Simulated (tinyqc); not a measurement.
The phase diagram: regular and subregular solution with a miscibility gap. Computed by tinyqc, a small Python program. Command: `OMP_NUM_THREADS=1 python tinyqc.py 3025163 3025164 out.jsonl regsol walk`. One thread of a shared host (Intel(R) Xeon(R) Processor @ 2.30GHz), about 0.01 s of CPU time with the checks.

Per mole of mixing sites: G(x) = x (1 - x) [L0 + L1 (1 - 2x)] + R T [x ln x + (1 - x) ln(1 - x)], x the fraction of B.

Inputs (values chosen for the exercise, for a model alloy): interaction L0 = 26.5 kJ/mol; size misfit eta = d ln a/dx = 0.037; asymmetry L1 = 4.6 kJ/mol.

Source of L0: given.

Constants: R = 8.314462618 J/(mol K).

Method:
- L0 and eta are given.
- The spinodal is G'' = 0, R T_s(x) = x (1 - x) [2 L0 + 6 L1 (1 - 2x)]; the critical point is its maximum.
- G' = L0 (1 - 2x) + L1 (1 - 6x + 6x^2) + R T ln[x/(1 - x)]; G'' = -2 L0 - 6 L1 (1 - 2x) + R T/[x (1 - x)].
- Common tangent: F1 = G'(x1) - G'(x2) = 0 and F2 = [G - x G'](x1) - [G - x G'](x2) = 0. Newton step: J = [[G''(x1), -G''(x2)], [-x1 G''(x1), x2 G''(x2)]], J dx = -F; a step that would leave 0 < x < 1 is halved until it stays inside. The start is x1 = s0, x2 = 1 - s0.
- For this table each start is x_s1/6 and 1 - (1 - x_s2)/6. The dilute estimate of x1 is exp(-(L0 + L1)/(R T)).

critical temperature T_c = 1690.22 K

critical composition x_c = 0.389045

L0 = 26.5 kJ/mol

Binodal and spinodal:
```
T (K),binodal x1,spinodal x_s1,spinodal x_s2,binodal x2,dilute estimate of x1
676,0.0041027,0.080224,0.80683,0.97758,0.0039532
845,0.013222,0.10493,0.76078,0.94665,0.011955
1014,0.030406,0.13265,0.71330,0.90071,0.025001
1183,0.058359,0.16466,0.66283,0.83885,0.042347
1352,0.10166,0.20343,0.60670,0.75801,0.062874
1521,0.17184,0.25538,0.53833,0.64786,0.085502
1623,0.24535,0.30335,0.48086,0.54941,0.099792
```

What does the comparison show, and why?

The dilute estimate is 0.96 of x1 at the lowest T and 0.41 at the highest: it drops the pull of the other solutes and the impurity of the second phase. Near the top the binodal is 1.71 times as wide as the spinodal; the mean-field limit at T_c is sqrt(3) = 1.73. The gap is lopsided: at the lowest T, A dissolves 0.0041 of B and B dissolves 0.022 of A.

Extremes, crossings and ranges named in words are read from the listed rows.
